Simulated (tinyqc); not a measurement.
Inside a calculation: band gaps under pressure and temperature from deformation potentials. Values are carried at full precision from step to step, so a last printed digit may differ when a step is redone from the rounded ones.

Murnaghan: V/V0 = (1 + Bp P/B0)^(-1/Bp), B0 = (C11 + 2 C12)/3. Each gap moves by a ln(V/V0) with its volume potential a, and falls with temperature by aV T^2/(T + bV) (Varshni); the two effects are added. No change of phase is considered.

Values chosen for the exercise (near those of AlAs, the X and L potentials typical of such crystals; the results hold for these values, not for the real material): C11 = 123.1 GPa; C12 = 53 GPa; Bp = 3.91 (pressure derivative of the bulk modulus); P = 2 GPa (pressure); Eg = 3.064 eV (gap at Gamma to the s-like level at 0 K, 0 GPa); EgX = 2.248 eV (gap to X at 0 K, 0 GPa); EgL = 2.47 eV (gap to L at 0 K, 0 GPa); aG = -8.06 eV (volume potential of the Gamma gap); aX = 1.61 eV (volume potential of the X gap); aL = -3.66 eV (volume potential of the L gap); aV = (0.857, 0.698, 0.625) meV/K (Varshni alpha of Gamma, X, L); bV = (500, 521, 211) K (Varshni beta of Gamma, X, L); T = 500 K (temperature); aT = 5.3 1e-6/K (linear thermal expansion near 300 K).

## Volume under pressure

Give B0, V/V0, ln(V/V0), the change of the lattice constant and the linear estimate -P/B0.

B0 = 76.37 GPa
V/V0 = 0.97537
ln(V/V0) = -0.02493
change of a = -0.828 %
-P/B0 = -0.02619

The stiffening under pressure makes the compression 4.8 % smaller than the linear estimate.

## Gaps at P and T

Give both shifts and the gaps.

pressure shifts (eV): Gamma 0.2010, X -0.0401, L 0.0913

temperature shifts (eV): Gamma -0.2142, X -0.1709, L -0.2198

gaps (eV): Gamma 3.0507, X 2.0369, L 2.3415

The lowest valley is X (indirect gap), 305 meV below L; at 0 K and 0 GPa it is X.

## Pressure coefficients

Expand in P: E = E0 + c1 P + c2 P^2 with c1 = -a/B0 and c2 = a Bp/(2 B0^2).

c1 (meV/GPa): Gamma 105.54, X -21.08, L 47.93

c2 (meV/GPa^2): Gamma -2.702, X 0.540, L -1.227

Gamma and L rise under pressure and X falls, as the signs of the volume potentials say.

## Pressures at which the valleys cross

Two gaps meet at ln(V/V0) = -(E_i - E_j)/(a_i - a_j), with the gaps at T and P = 0; then P = (B0/Bp)(exp(-Bp ln(V/V0)) - 1). A dash marks expansion or a compression beyond ln(V/V0) = -0.3.

Crossings:

| pair | E_i - E_j (eV) | ln(V/V0) | P (GPa) |
|---|---|---|---|
| Gamma-X | 0.7727 | 0.0799 | - |
| Gamma-L | 0.5995 | 0.1363 | - |
| L-X | 0.1731 | 0.0329 | - |

The lowest valley stays X down to ln(V/V0) = -0.3, far beyond the phase change of the real crystal near 12 GPa.

## How much of dE/dT is thermal expansion

At 300 K: dE/dT = -aV T (T + 2 bV)/(T + bV)^2; expansion alone gives 3 aT a; the rest is electron-phonon coupling.

dE/dT (meV/K): Gamma -0.5222, X -0.4169, L -0.5184

from expansion (meV/K): Gamma -0.1282, X 0.0256, L -0.0582

remainder (meV/K): Gamma -0.3941, X -0.4425, L -0.4602

Expansion supplies 25 % of the slope at Gamma and 11 % at L; at X it works against the fall.

## Checks

- Slope of the Gamma gap at P = 0 by finite differences against c1 (meV/GPa): both 105.54.

(tinyqc, `OMP_NUM_THREADS=1 python tinyqc.py 1081572 1081573 out.jsonl`, Intel(R) Xeon(R) Processor @ 2.30GHz, 1 thread, shared host, about 0.01 s.)
